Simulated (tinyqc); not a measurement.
Slater-Koster d bands of an fcc metal: sweeps and comparisons. A value that a table varies takes the place of the one given here.

Slater-Koster d bands. For a bond with direction cosines (l, m, n) the 5 x 5 block is dds Ps + ddp Pp + ddd (1 - Ps - Pp), the projectors on sigma, pi and delta states about the bond; for instance <xy|xy> = 3 l^2 m^2 dds + (l^2 + m^2 - 4 l^2 m^2) ddp + (n^2 + l^2 m^2) ddd, <xy|yz> = 3 l m^2 n dds + l n (1 - 4 m^2) ddp + l n (m^2 - 1) ddd and <3z2-r2|3z2-r2> = (n^2 - (l^2 + m^2)/2)^2 dds + 3 n^2 (l^2 + m^2) ddp + (3/4)(l^2 + m^2)^2 ddd. H(k) sums the blocks times cos(k.R) over the neighbours; the d level is the zero of energy; k in 2 pi/a.

Neighbours: twelve at (a/2)(1,1,0) and equivalents.

Mesh: k = f1 b1 + f2 b2 + f3 b3 with fractions (j + 1/2)/N, j = 0 to N - 1, and b = (-1,1,1), (1,-1,1), (1,1,-1) for fcc, (0,1,1), (1,0,1), (1,1,0) for bcc, unit vectors for simple cubic. The lowest Nd/10 of all levels are filled with two electrons each; the bond energy is their sum per atom.

Inputs chosen for the exercise (of the size met in Cu; shifted at random, so the results belong to these values and not to a real crystal):
- dds = -0.372 eV (dd sigma)
- ddp = 0.171 eV (dd pi)
- ddd = -0.019 eV (dd delta)
- N = 10 (mesh)
- f2 = 0.487 (factor for second neighbours in bcc)

## Band filling: full bands against the rectangular model

W = sqrt(12 mu2) with mu2 the mean square level on the mesh; rectangular model: Fermi level W (Nd/10 - 1/2), bond energy -W Nd (10 - Nd)/20. The Fermi level of the mesh is the highest filled level.

Per atom (eV):
```
Nd  EF, bands  bond energy, bands  EF, rectangle  bond energy, rectangle
1      -0.880              -1.128         -0.954                  -1.073
2      -0.686              -1.891         -0.716                  -1.908
3      -0.495              -2.478         -0.477                  -2.505
4      -0.304              -2.886         -0.239                  -2.863
5       0.012              -3.034          0.000                  -2.982
6       0.322              -2.872          0.239                  -2.863
7       0.527              -2.445          0.477                  -2.505
8       0.718              -1.824          0.716                  -1.908
9       0.912              -0.998          0.954                  -1.073
```

W = 2.385 eV
full width on the mesh = 2.820 eV

What can be read from the table?

The bond energy is deepest at Nd = 5 (-3.034 eV); the rectangle has its minimum at 5. The two differ most at Nd = 8, by 0.085 eV or 3 % of the deepest value: the second moment fixes the parabola, and higher moments the rest. At Nd = 3 and 7 the bands give -2.478 and -2.445 eV, a skew towards less than half filling.

## Which lattice a d-band metal prefers

fcc has twelve neighbours, bcc eight and six (the six times f2), simple cubic six. The integrals of bcc and sc are scaled so that all three have the second moment of fcc, which stands for equal repulsion (structural energy difference theorem). s and p electrons are left out.

Bond energy per atom:
```
Nd  fcc (eV)  bcc - fcc (meV)  sc - fcc (meV)
1     -1.128               50             -64
2     -1.891              -17             -54
3     -2.478              -87              42
4     -2.886             -136             182
5     -3.034               46             270
6     -2.872              152             168
7     -2.445              124               9
8     -1.824               19            -122
9     -0.998              -73            -193
```

scale factors: bcc 1.1285, sc 1.4142

mu3/mu2^1.5: fcc -0.124, bcc -0.114, sc 0.000

mu4/mu2^2: fcc 1.850, bcc 1.789, sc 2.557

largest change of a difference when N is raised to 14 = 7 meV

What can be read from the table?

fcc is lowest for Nd = 5, 6 and 7. bcc is lowest for Nd = 3 and 4. sc is lowest for Nd = 1, 2, 8 and 9. bcc gains most on fcc at Nd = 4 (-136 meV). A small fourth moment marks a two-peaked band, which tends to favour fillings near one half; bcc has -3 % against fcc, and at Nd = 5 it lies +46 meV from fcc, which the fourth moment alone does not explain (differences of a few tens of meV are within the error of the mesh; hcp is left out, and this d-only model can miss the lattice of the real metal). The third moments, from three-membered rings, skew the bands. That simple cubic wins anywhere comes from keeping d bands and equal second moments alone; no transition metal takes it. Differences below about 7 meV are within the error of this mesh, and the s and p electrons left out weigh most where the d band is nearly empty or full.

## What each integral does

Levels at Gamma, E(t2g) = 3 dds + 4 ddp + 5 ddd, E(eg) = 1.5 dds + 6 ddp + 4.5 ddd, and W = sqrt(12 mu2), the width of a rectangular band with the same second moment mu2 = z (dds^2 + 2 ddp^2 + 2 ddd^2)/5, z = 12. Each row changes one parameter from the base and keeps the others.

Results:
```
case              t2g (eV)  eg (eV)  W (eV)
base               -0.5270   0.3825  2.3855
dds = -0.4278 eV   -0.6944   0.2988  2.6412
ddp = 0.1454 eV    -0.6294   0.2289  2.2856
ddd = -0.0218 eV   -0.5410   0.3699  2.3869
```

What can be read from the table?

The largest shifts from the base row, up to three for each result and ties (the steps differ in size, so this ranks the rows, not the parameters). t2g (eV): dds -0.1674, ddp -0.1024, ddd -0.0140. eg (eV): ddp -0.1536, dds -0.0837, ddd -0.0126. W (eV): dds +0.2557, ddp -0.0999, ddd +0.0014. The ratio of the shifts of t2g and eg names the integral: 3 : 1.5 for dds, 4 : 6 for ddp, 5 : 4.5 for ddd.

Run: tinyqc, `OMP_NUM_THREADS=1 python tinyqc.py 1451107 1451108 out.jsonl`; Intel(R) Xeon(R) Processor @ 2.30GHz, one thread, shared host; about 0.03 s of CPU time with all checks.
